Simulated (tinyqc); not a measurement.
Worked calculation: CCSD on RHF in the 6-311g basis, for H2, spin multiplicity 1. Computed by tinyqc, a small Python program that keeps every step (integrals from PySCF). Settings: charge = 0, multiplicity = 1, basis = 6-311g, method = RHF, energy threshold = 1e-10, iteration cap = 74, orthogonalisation = symmetric, start = atomic densities, DIIS depth = 6, amplitude equations = CCSD, DIIS depth for amplitudes = 0, cap on updates = 86. Command: `OMP_NUM_THREADS=1 python tinyqc.py 26144 26145 out.jsonl` (the two numbers bound the seeds that draw the settings). One thread of a shared host (Intel(R) Xeon(R) Processor @ 2.60GHz), about 0.3 s of CPU time with the checks. The early iterations of the SCF are left out here.

## One-electron integrals

Geometry (angstrom):
```
atom         x         y         z
H     0.000000  0.000000  0.000000
H     0.000000  0.000000  0.751000
```

Basis 6-311g: exponents (1/bohr^2) and contraction coefficients of normalised primitives:
```
element  l (shell)   exponent  coefficient
H            s (1)  33.865000     0.025494
H            s (1)   5.094790     0.190373
H            s (1)   1.158790     0.852161
H            s (2)   0.325840     1.000000
H            s (3)   0.102741     1.000000
```

Overlap, kinetic and nuclear-attraction integrals over the contracted functions; the nuclear repulsion is the sum of Za Zb / Rab.

nuclear repulsion = 0.70463011 hartree

overlap S, lower triangle:
```
          1H 1s     1H 2s     1H 3s     2H 1s     2H 2s     2H 3s
1H 1s  1.000000
1H 2s  0.706377  1.000000
1H 3s  0.373664  0.788963  1.000000
2H 1s  0.260454  0.419349  0.308676  1.000000
2H 2s  0.419349  0.720266  0.674112  0.706377  1.000000
2H 3s  0.308676  0.674112  0.901708  0.373664  0.788963  1.000000
```

kinetic energy T (hartree), lower triangle:
```
          1H 1s     1H 2s     1H 3s     2H 1s     2H 2s     2H 3s
1H 1s  2.304348
1H 2s  0.549119  0.488760
1H 3s  0.106346  0.184881  0.154112
2H 1s  0.056427  0.212043  0.076652  2.304348
2H 2s  0.212043  0.275027  0.141400  0.549119  0.488760
2H 3s  0.076652  0.141400  0.129378  0.106346  0.184881  0.154112
```

nuclear attraction V (hartree), lower triangle:
```
           1H 1s      1H 2s      1H 3s      2H 1s      2H 2s      2H 3s
1H 1s  -2.814577
1H 2s  -1.551918  -1.541415
1H 3s  -0.772415  -1.033740  -0.960392
2H 1s  -0.674640  -0.952845  -0.650154  -2.814577
2H 2s  -0.952845  -1.181753  -0.916064  -1.551918  -1.541415
2H 3s  -0.650154  -0.916064  -0.891590  -0.772415  -1.033740  -0.960392
```

core Hamiltonian H = T + V (hartree), lower triangle:
```
           1H 1s      1H 2s      1H 3s      2H 1s      2H 2s      2H 3s
1H 1s  -0.510228
1H 2s  -1.002799  -1.052655
1H 3s  -0.666069  -0.848859  -0.806280
2H 1s  -0.618214  -0.740802  -0.573502  -0.510228
2H 2s  -0.740802  -0.906726  -0.774664  -1.002799  -1.052655
2H 3s  -0.573502  -0.774664  -0.762211  -0.666069  -0.848859  -0.806280
```

## Two-electron integrals

Functions are numbered as in S; the eight-fold symmetry (ij|kl) = (ji|kl) = (kl|ij) leaves the list below.

Two-electron integrals (ij|kl) in chemists' order, unique and non-zero (hartree):
```
(11|11) 1.393035   (21|11) 0.822971   (21|21) 0.509703   (22|11) 0.822904
(22|21) 0.543028   (22|22) 0.644106   (31|11) 0.411256   (31|21) 0.257757
(31|22) 0.279868   (31|31) 0.130794   (32|11) 0.543681   (32|21) 0.365771
(32|22) 0.452669   (32|31) 0.189803   (32|32) 0.325140   (33|11) 0.494021
(33|21) 0.340115   (33|22) 0.445993   (33|31) 0.178035   (33|32) 0.331779
(33|33) 0.361682   (41|11) 0.278868   (41|21) 0.176609   (41|22) 0.193996
(41|31) 0.089835   (41|32) 0.131890   (41|33) 0.123969   (41|41) 0.084397
(42|11) 0.330654   (42|21) 0.221458   (42|22) 0.268029   (42|31) 0.114605
(42|32) 0.189319   (42|33) 0.187220   (42|41) 0.114559   (42|42) 0.178116
(43|11) 0.216884   (43|21) 0.147261   (43|22) 0.183763   (43|31) 0.076587
(43|32) 0.131778   (43|33) 0.133311   (43|41) 0.076843   (43|42) 0.124866
(43|43) 0.089165   (44|11) 0.690872   (44|21) 0.475635   (44|22) 0.603277
(44|31) 0.248299   (44|32) 0.433331   (44|33) 0.437160   (44|41) 0.278868
(44|42) 0.473012   (44|43) 0.338363   (44|44) 1.393035   (51|11) 0.473012
(51|21) 0.295012   (51|22) 0.317749   (51|31) 0.149483   (51|32) 0.214852
(51|33) 0.200753   (51|41) 0.114559   (51|42) 0.148101   (51|43) 0.098915
(51|44) 0.330654   (51|51) 0.178116   (52|11) 0.543633   (52|21) 0.362568
(52|22) 0.439757   (52|31) 0.187547   (52|32) 0.312430   (52|33) 0.313006
(52|41) 0.151695   (52|42) 0.225462   (52|43) 0.157939   (52|44) 0.543633
(52|51) 0.225462   (52|52) 0.334151   (53|11) 0.405144   (53|21) 0.275860
(53|22) 0.351235   (53|31) 0.143780   (53|32) 0.256338   (53|33) 0.268916
(53|41) 0.117620   (53|42) 0.185227   (53|43) 0.133152   (53|44) 0.457926
(53|51) 0.173029   (53|52) 0.275338   (53|53) 0.237367   (54|11) 0.475635
(54|21) 0.325532   (54|22) 0.412081   (54|31) 0.169739   (54|32) 0.297158
(54|33) 0.302724   (54|41) 0.176609   (54|42) 0.295012   (54|43) 0.212242
(54|44) 0.822971   (54|51) 0.221458   (54|52) 0.362568   (54|53) 0.308485
(54|54) 0.509703   (55|11) 0.603277   (55|21) 0.412081   (55|22) 0.527109
(55|31) 0.214984   (55|32) 0.384991   (55|33) 0.403320   (55|41) 0.193996
(55|42) 0.317749   (55|43) 0.230753   (55|44) 0.822904   (55|51) 0.268029
(55|52) 0.439757   (55|53) 0.382950   (55|54) 0.543028   (55|55) 0.644106
(61|11) 0.338363   (61|21) 0.212242   (61|22) 0.230753   (61|31) 0.107724
(61|32) 0.156570   (61|33) 0.146956   (61|41) 0.076843   (61|42) 0.098915
(61|43) 0.066180   (61|44) 0.216884   (61|51) 0.124866   (61|52) 0.157939
(61|53) 0.121367   (61|54) 0.147261   (61|55) 0.183763   (61|61) 0.089165
(62|11) 0.457926   (62|21) 0.308485   (62|22) 0.382950   (62|31) 0.160153
(62|32) 0.275529   (62|33) 0.281969   (62|41) 0.117620   (62|42) 0.173029
(62|43) 0.121367   (62|44) 0.405144   (62|51) 0.185227   (62|52) 0.275338
(62|53) 0.228430   (62|54) 0.275860   (62|55) 0.351235   (62|61) 0.133152
(62|62) 0.237367   (63|11) 0.431530   (63|21) 0.297559   (63|22) 0.391855
(63|31) 0.155855   (63|32) 0.292338   (63|33) 0.320594   (63|41) 0.115333
(63|42) 0.180022   (63|43) 0.129802   (63|44) 0.431530   (63|51) 0.180022
(63|52) 0.289659   (63|53) 0.254012   (63|54) 0.297559   (63|55) 0.391855
(63|61) 0.129802   (63|62) 0.254012   (63|63) 0.294075   (64|11) 0.248299
(64|21) 0.169739   (64|22) 0.214984   (64|31) 0.088493   (64|32) 0.155294
(64|33) 0.158826   (64|41) 0.089835   (64|42) 0.149483   (64|43) 0.107724
(64|44) 0.411256   (64|51) 0.114605   (64|52) 0.187547   (64|53) 0.160153
(64|54) 0.257757   (64|55) 0.279868   (64|61) 0.076587   (64|62) 0.143780
(64|63) 0.155855   (64|64) 0.130794   (65|11) 0.433331   (65|21) 0.297158
(65|22) 0.384991   (65|31) 0.155294   (65|32) 0.283846   (65|33) 0.303274
(65|41) 0.131890   (65|42) 0.214852   (65|43) 0.156570   (65|44) 0.543681
(65|51) 0.189319   (65|52) 0.312430   (65|53) 0.275529   (65|54) 0.365771
(65|55) 0.452669   (65|61) 0.131778   (65|62) 0.256338   (65|63) 0.292338
(65|64) 0.189803   (65|65) 0.325140   (66|11) 0.437160   (66|21) 0.302724
(66|22) 0.403320   (66|31) 0.158826   (66|32) 0.303274   (66|33) 0.338210
(66|41) 0.123969   (66|42) 0.200753   (66|43) 0.146956   (66|44) 0.494021
(66|51) 0.187220   (66|52) 0.313006   (66|53) 0.281969   (66|54) 0.340115
(66|55) 0.445993   (66|61) 0.133311   (66|62) 0.268916   (66|63) 0.320594
(66|64) 0.178035   (66|65) 0.331779   (66|66) 0.361682
```

## Orthogonalisation

S = U s U^T; symmetric (Loewdin) form X = U s^(-1/2) U^T, so that X^T S X = 1.

eigenvalues of S: 0.032461  0.140090  0.192803  0.846880  0.892308  3.895458

X, lower triangle:
```
           1H 1s      1H 2s      1H 3s      2H 1s      2H 2s     2H 3s
1H 1s   1.375630
1H 2s  -0.750350   2.394821
1H 3s   0.217339  -1.156393   2.805277
2H 1s  -0.016201  -0.002033  -0.036281   1.375630
2H 2s  -0.002033  -0.650124   0.401990  -0.750350   2.394821
2H 3s  -0.036281   0.401990  -1.644339   0.217339  -1.156393  2.805277
```

## Iteration 6 (converged): orbitals

converged F (hartree), lower triangle:
```
           1H 1s      1H 2s      1H 3s      2H 1s      2H 2s      2H 3s
1H 1s   0.581788
1H 2s  -0.448870  -0.370410
1H 3s  -0.470255  -0.388424  -0.257194
2H 1s  -0.517283  -0.517327  -0.445684   0.581788
2H 2s  -0.517327  -0.487695  -0.407885  -0.448870  -0.370410
2H 3s  -0.445684  -0.407885  -0.274923  -0.470255  -0.388424  -0.257194
```

Diagonalise F' = X^T F X, C = X C', fill 1 alpha and 1 beta electrons from the bottom; D = 2 C_occ C_occ^T. Each column has its largest component positive (the first on a tie).

F' = X^T F X (hartree), lower triangle:
```
           1          2          3          4          5         6
1   1.693575
2  -1.169841   0.953329
3   0.012630  -0.380399   0.198690
4  -0.335023  -0.175014  -0.144402   1.693575
5  -0.175014  -0.238639  -0.027495  -1.169841   0.953329
6  -0.144402  -0.027495  -0.128387   0.012630  -0.380399  0.198690
```

orbital energies (hartree): MO1 -0.592587, MO2 0.167126, MO3 0.306989, MO4 0.646501, MO5 2.429143, MO6 2.734016

coefficients C:
```
            MO1        MO2        MO3        MO4        MO5        MO6
1H 1s  0.190256   0.081698  -0.049172  -0.089574  -1.088504  -1.125189
1H 2s  0.296527  -0.032154  -0.716840  -1.715261   1.219754   1.785205
1H 3s  0.128398   2.230627   0.849640   2.181369  -0.486279  -1.188239
2H 1s  0.190256  -0.081698  -0.049172   0.089574  -1.088504   1.125189
2H 2s  0.296527   0.032154  -0.716840   1.715261   1.219754  -1.785205
2H 3s  0.128398  -2.230627   0.849640  -2.181369  -0.486279   1.188239
```

D after iteration 6, lower triangle:
```
          1H 1s     1H 2s     1H 3s     2H 1s     2H 2s     2H 3s
1H 1s  0.072395
1H 2s  0.112832  0.175856
1H 3s  0.048857  0.076147  0.032972
2H 1s  0.072395  0.112832  0.048857  0.072395
2H 2s  0.112832  0.175856  0.076147  0.112832  0.175856
2H 3s  0.048857  0.076147  0.032972  0.048857  0.076147  0.032972
```

## Convergence

Stop when the energy changes by less than 1e-10 hartree and every element of the error matrix X^T (F D S - S D F) X is below 3e-06.

Course of the cycle:
```
iteration  E (hartree)     change  largest element of the error matrix
1          -0.81170682          -                             1.07e-01
2          -1.12690312  -3.15e-01                             1.39e-02
3          -1.12775449  -8.51e-04                             2.41e-03
4          -1.12777954  -2.50e-05                             2.69e-04
5          -1.12777975  -2.17e-07                             8.92e-07
6          -1.12777975  -3.64e-12                             1.50e-09
```

PySCF RHF in the same basis = -1.12777975 hartree

Converged in 6 iterations.

## Integrals over molecular orbitals

(pq|rs) = sum C_ip C_jq C_kr C_ls (ij|kl), one index at a time.

one-electron integrals over orbitals h = C^T H C (hartree), lower triangle:
```
           1          2          3          4         5         6
1  -1.239823
2   0.000000  -0.480843
3   0.134012   0.000000  -0.367123
4   0.000000   0.207538   0.000000  -0.254583
5   0.097710   0.000000  -0.173554   0.000000  1.241202
6   0.000000   0.021194   0.000000  -0.229188  0.000000  1.458423
```

Two-electron integrals over orbitals (pq|rs), unique and non-zero (hartree):
```
(11|11) 0.647236    (21|21) 0.045804    (22|11) 0.346887    (22|22) 0.297679
(31|11) -0.134012   (31|22) -0.024620   (31|31) 0.054674    (32|21) 0.023041
(32|32) 0.039921    (33|11) 0.364393    (33|22) 0.273542    (33|31) -0.035525
(33|33) 0.281944    (41|21) -0.062608   (41|32) -0.008719   (41|41) 0.105261
(42|11) -0.135073   (42|22) -0.044132   (42|31) 0.038496    (42|33) -0.045361
(42|42) 0.052998    (43|21) 0.029398    (43|32) 0.017677    (43|41) -0.040593
(43|43) 0.025588    (44|11) 0.503172    (44|22) 0.326156    (44|31) -0.081784
(44|33) 0.314452    (44|42) -0.102468   (44|44) 0.437698    (51|11) -0.097710
(51|22) -0.009689   (51|31) 0.051941    (51|33) -0.023855   (51|42) 0.024487
(51|44) -0.056628   (51|51) 0.090450    (52|21) 0.000554    (52|32) 0.002308
(52|41) 0.003696    (52|43) -0.006738   (52|52) 0.010314    (53|11) 0.112748
(53|22) 0.030439    (53|31) -0.040247   (53|33) 0.035862    (53|42) -0.033780
(53|44) 0.073531    (53|51) -0.046280   (53|53) 0.037460    (54|21) 0.002177
(54|32) -0.019809   (54|41) -0.022416   (54|43) 0.007552    (54|52) -0.015720
(54|54) 0.039534    (55|11) 0.639196    (55|22) 0.337690    (55|31) -0.136137
(55|33) 0.360077    (55|42) -0.130697   (55|44) 0.493731    (55|51) -0.129678
(55|53) 0.124835    (55|55) 0.672975    (61|21) -0.028671   (61|32) 0.013651
(61|41) 0.067251    (61|43) -0.030268   (61|52) 0.023332    (61|54) -0.055020
(61|61) 0.097447    (62|11) -0.024933   (62|22) 0.011282    (62|31) 0.020353
(62|33) -0.000284   (62|42) 0.002636    (62|44) -0.008341   (62|51) 0.033980
(62|53) -0.013993   (62|55) -0.038195   (62|62) 0.019885    (63|21) 0.028698
(63|32) 0.000316    (63|41) -0.051516   (63|43) 0.020039    (63|52) -0.006859
(63|54) 0.023607    (63|61) -0.049605   (63|63) 0.032936    (64|11) 0.148220
(64|22) 0.023756    (64|31) -0.061552   (64|33) 0.042741    (64|42) -0.042398
(64|44) 0.091979    (64|51) -0.078841   (64|53) 0.051334    (64|55) 0.171321
(64|62) -0.033499   (64|64) 0.089600    (65|21) 0.078739    (65|32) 0.010184
(65|41) -0.135383   (65|43) 0.060129    (65|52) -0.024028   (65|54) 0.063857
(65|61) -0.136218   (65|63) 0.086486    (65|65) 0.245434    (66|11) 0.686520
(66|22) 0.356432    (66|31) -0.158083   (66|33) 0.371511    (66|42) -0.149174
(66|44) 0.537561    (66|51) -0.172926   (66|53) 0.147541    (66|55) 0.735273
(66|62) -0.050758   (66|64) 0.208939    (66|66) 0.832383
```

## CCSD: starting amplitudes

t_ij^ab = <ij||ab> / (e_i + e_j - e_a - e_b), whose energy is MP2.

Starting amplitudes (spin orbitals 1a, 1b, ...; amplitudes related by a flip of all spins are not repeated):
```
from      to          t
1a 1b  4a 4b  -0.042475
1a 1b  2a 4b   0.031323
1a 1b  3a 3b  -0.030389
1a 1b  2a 2b  -0.030146
1a 1b  5a 5b  -0.014967
1a 1b  4a 6b  -0.014730
1a 1b  6a 6b  -0.014647
1a 1b  3a 5b  -0.013246
1a 1b  2a 6b   0.007016
```

correlation energy = -0.01797592 hartree

## CCSD: amplitude update 1

t_i^a D_i^a and t_ij^ab D_ij^ab are set to the remaining terms of the spin-orbital equations, evaluated with the old amplitudes; for the doubles these are <ij||ab> + 1/2 <ab||ef> t_ij^ef + 1/2 <mn||ij> t_mn^ab + P(ij)P(ab) <mb||ej> t_im^ae + terms in t^2 + terms with t1, D the orbital-energy denominators.

Amplitudes after update 1 (spin orbitals 1a, 1b, ...; amplitudes related by a flip of all spins are not repeated):
```
from      to          t
1a 1b  4a 4b  -0.056700
1a 1b  2a 4b   0.044153
1a 1b  2a 2b  -0.041126
1a 1b  3a 3b  -0.037627
1a 1b  4a 6b  -0.018156
1a 1b  3a 5b  -0.016256
1a 1b  5a 5b  -0.016108
1a 1b  6a 6b  -0.014969
1a 1b  2a 6b   0.009793
1a        5a  -0.002971
1a        3a  -0.001290
```

correlation energy = -0.02304456 hartree

## CCSD: amplitude update 2

As before.

Amplitudes after update 2 (spin orbitals 1a, 1b, ...; amplitudes related by a flip of all spins are not repeated):
```
from      to          t
1a 1b  4a 4b  -0.061708
1a 1b  2a 4b   0.049189
1a 1b  2a 2b  -0.045514
1a 1b  3a 3b  -0.039290
1a 1b  4a 6b  -0.019199
1a 1b  3a 5b  -0.016948
1a 1b  5a 5b  -0.016069
1a 1b  6a 6b  -0.014636
1a 1b  2a 6b   0.011059
1a        5a  -0.004012
1a        3a  -0.001921
```

correlation energy = -0.02474188 hartree

## CCSD: amplitude update 3

As before.

Amplitudes after update 3 (spin orbitals 1a, 1b, ...; amplitudes related by a flip of all spins are not repeated):
```
from      to          t
1a 1b  4a 4b  -0.063505
1a 1b  2a 4b   0.051162
1a 1b  2a 2b  -0.047308
1a 1b  3a 3b  -0.039618
1a 1b  4a 6b  -0.019549
1a 1b  3a 5b  -0.017088
1a 1b  5a 5b  -0.015999
1a 1b  6a 6b  -0.014472
1a 1b  2a 6b   0.011601
1a        5a  -0.004334
1a        3a  -0.002246
```

correlation energy = -0.02534797 hartree

## CCSD: convergence

E_corr = 1/4 sum <ij||ab> t_ij^ab + 1/2 sum <ij||ab> t_i^a t_j^b; stop when the norm of the change is below 1e-8.

Course of the amplitude iterations:
```
update  correlation energy (hartree)  norm of the change
0                        -0.01797592                   -
1                        -0.02304456            5.54e-02
2                        -0.02474188            2.05e-02
3                        -0.02534797            7.84e-03
4                        -0.02557098            3.05e-03
5                        -0.02565463            1.20e-03
6                        -0.02568647            4.77e-04
7                        -0.02569872            1.90e-04
8                        -0.02570348            7.62e-05
9                        -0.02570534            3.06e-05
10                       -0.02570607            1.23e-05
11                       -0.02570636            4.98e-06
12                       -0.02570648            2.02e-06
13                       -0.02570652            8.17e-07
14                       -0.02570654            3.32e-07
15                       -0.02570655            1.35e-07
16                       -0.02570655            5.49e-08
17                       -0.02570655            2.24e-08
18                       -0.02570656            9.13e-09
```

Converged amplitudes (spin orbitals 1a, 1b, ...; amplitudes related by a flip of all spins are not repeated):
```
from      to          t
1a 1b  4a 4b  -0.064553
1a 1b  2a 4b   0.052444
1a 1b  2a 2b  -0.048541
1a 1b  3a 3b  -0.039586
1a 1b  4a 6b  -0.019746
1a 1b  3a 5b  -0.017089
1a 1b  5a 5b  -0.015943
1a 1b  6a 6b  -0.014372
1a 1b  2a 6b   0.011976
1a        5a  -0.004488
1a        3a  -0.002575
```

CCSD total energy = -1.15348631 hartree

T1 diagnostic, norm of the one-spin t1 over sqrt(correlated electrons) = 0.003659

Converged in 18 updates.
